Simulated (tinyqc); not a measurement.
Inside a calculation. Method: Hueckel theory of the pi electrons, for the molecule Fc1coc2ccccc12 (SMILES; centres numbered as the heavy atoms are written). One step of it, computed by the program tinyqc.

Problem. Energy, charges, bond orders. E = sum n x; q_r = z_r - P_rr; bond order p = P_rs; free valence = sqrt(3) - sum of p over the bonds of the atom.

x values: [3.197806, 2.674630, 1.903324, 1.297258, 0.902445, 0.587055, -0.806877, -1.071065, -1.470946, -2.153630]

occupations: [2.000000, 2.000000, 2.000000, 2.000000, 2.000000, 2.000000, 0.000000, 0.000000, 0.000000, 0.000000]

charge and bond-order matrix P:
```
            1F         2C         3C         4O         5C         6C         7C         8C
1F    1.979254   0.138841  -0.131307   0.032654   0.000015  -0.001717  -0.002271   0.017328
2C    0.138841   1.062421   0.846806  -0.198681  -0.049753   0.004410   0.034012  -0.092495
3C   -0.131307   0.846806   1.011667   0.315676  -0.274626  -0.048222   0.195076   0.021335
4O    0.032654  -0.198681   0.315676   1.849960   0.299821  -0.110473  -0.080131   0.085784
5C    0.000015  -0.049753  -0.274626   0.299821   0.987915   0.635273  -0.011419  -0.295827
6C   -0.001717   0.004410  -0.048222  -0.110473   0.635273   1.026842   0.682009  -0.024727
7C   -0.002271   0.034012   0.195076  -0.080131  -0.011419   0.682009   1.013534   0.639784
8C    0.017328  -0.092495   0.021335   0.085784  -0.295827  -0.024727   0.639784   1.022270
9C   -0.006617  -0.028252  -0.222375   0.047374   0.024878  -0.338051  -0.015990   0.696173
10C  -0.055893   0.455266  -0.013582  -0.138765   0.583294   0.033614  -0.281662  -0.027011

            9C        10C
1F   -0.006617  -0.055893
2C   -0.028252   0.455266
3C   -0.222375  -0.013582
4O    0.047374  -0.138765
5C    0.024878   0.583294
6C   -0.338051   0.033614
7C   -0.015990  -0.281662
8C    0.696173  -0.027011
9C    1.011250   0.589514
10C   0.589514   1.034887
```

Centres:
```
centre  z_r, pi electrons of the neutral centre         h
1F                                            2  3.010000
2C                                            1  0.000000
3C                                            1  0.000000
4O                                            2  2.050000
5C                                            1  0.000000
6C                                            1  0.000000
7C                                            1  0.000000
8C                                            1  0.000000
9C                                            1  0.000000
10C                                           1  0.000000
```

Bonds:
```
i    j         k
1    2  0.660000
2    3         1
3    4  0.760000
4    5  0.760000
5    6         1
6    7         1
7    8         1
8    9         1
9   10         1
10   2         1
10   5         1
```

Give: pi energy = 12 alpha + this times beta; pi charges; Bond orders and lengths from R = 1.517 - 0.180 p; free valence of the carbons; gap between the highest filled and the next level.

Solution.

pi energy = 12 alpha + this times beta = 21.125

pi charges: 1F 0.021, 2C -0.062, 3C -0.012, 4O 0.150, 5C 0.012, 6C -0.027, 7C -0.014, 8C -0.022, 9C -0.011, 10C -0.035

Bond orders and lengths from R = 1.517 - 0.180 p (angstrom, C-C alone):
```
bond      p      R
1-2   0.139      -
2-3   0.847  1.365
3-4   0.316      -
4-5   0.300      -
5-6   0.635  1.403
6-7   0.682  1.394
7-8   0.640  1.402
8-9   0.696  1.392
9-10  0.590  1.411
10-2  0.455  1.435
10-5  0.583  1.412
```

free valence of the carbons: 2C 0.291, 3C 0.570, 5C 0.214, 6C 0.415, 7C 0.410, 8C 0.396, 9C 0.446, 10C 0.104

gap between the highest filled and the next level = 1.394 |beta|
